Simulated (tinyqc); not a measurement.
# Two-diode model of a solar cell, step by step

Computed by the program tinyqc: `OMP_NUM_THREADS=1 python tinyqc.py 2280023 2280024 out.jsonl`, one thread of a shared Intel Xeon 2.30GHz, about 0.01 s for the whole run. Printed values are rounded.

J is the current delivered and Vj = V + J Rs the junction voltage. J = X JL - J01 (exp(Vj/(n1 Vt)) - 1) - J02 (exp(Vj/(2 Vt)) - 1) - Vj/Rp. The photocurrent does not depend on voltage.

Parameters, values chosen for the exercise; values of the order met in cells of gallium arsenide: temperature T = 323 K; photocurrent at one sun JL = 27.1 mA/cm^2; concentration X = 10 suns; saturation current of the first diode J01 = 1.6e-17 A/cm^2; ideality factor of the first diode n1 = 1; series resistance Rs = 0 ohm cm^2; shunt resistance Rp = 100 ohm cm^2; incident power at one sun Pin = 100 mW/cm^2; saturation current of the second diode (ideality 2) J02 = 2.7e-10 A/cm^2.

Constants: q = 1.602176634e-19 C, kB = 1.380649e-23 J/K, Vt = kB T/q. Results are converted to the units shown.

## Starting value

Vj = 0.93 V.

Vj at the start = 0.93 V

## Iteration 1: new Vj

Maximum power: dP/dVj = f = J (1 + 2 Rs G) - G Vj = 0. G = -dJ/dVj = J01 exp(Vj/(n1 Vt))/(n1 Vt) + J02 exp(Vj/(2 Vt))/(2 Vt) + 1/Rp. H = dG/dVj; f' = -2 G - 2 Rs G^2 + (2 Rs J - Vj) H; Vj(new) = Vj - f/f'.

J = 251.651 mA/cm^2
G = 0.283694 S/cm^2
H = 8.26432 S/(cm^2 V)
f = -12.1844 mA/cm^2
f' = -8.25320 S/cm^2
Vj after iteration 1 = 0.928524 V

## Iteration 2: new Vj

As before.

J = 252.061 mA/cm^2
G = 0.271781 S/cm^2
H = 7.87738 S/(cm^2 V)
f = -0.294301 mA/cm^2
f' = -7.85790 S/cm^2
Vj after iteration 2 = 0.928486 V

## Course of the iteration

Stop when the step is below 1e-10 V, or after 60 iterations.

Course of the iteration:
```
iteration  Vj before the step (V)   step (V)
1                            0.93   -1.48e-3
2                        0.928524   -3.75e-5
3                        0.928486   -2.33e-8
4                        0.928486  -8.88e-15
```

Converged in 4 iterations.

## Figures of merit

Jsc at V = 0, Voc at J = 0, the maximum power point where J (1 + 2 Rs G) = G Vj with G = -dJ/dVj; FF = Vmp Jmp/(Voc Jsc); efficiency Vmp Jmp/(X Pin). Empirical fill factor without parasitics FF0 = (v - ln(v + 0.72))/(v + 1), v = Voc/(n1 Vt).

Jsc = 271 mA/cm^2
Voc = 1.03535 V
Vmp = 0.928486 V
Jmp = 252.071 mA/cm^2
FF = 0.834149
efficiency = 23.4045 %
FF0 = 0.878646

FF is 5.1 % below FF0. Removing one loss at a time changes the efficiency by: shunt +0.86, second diode +0.49 points.
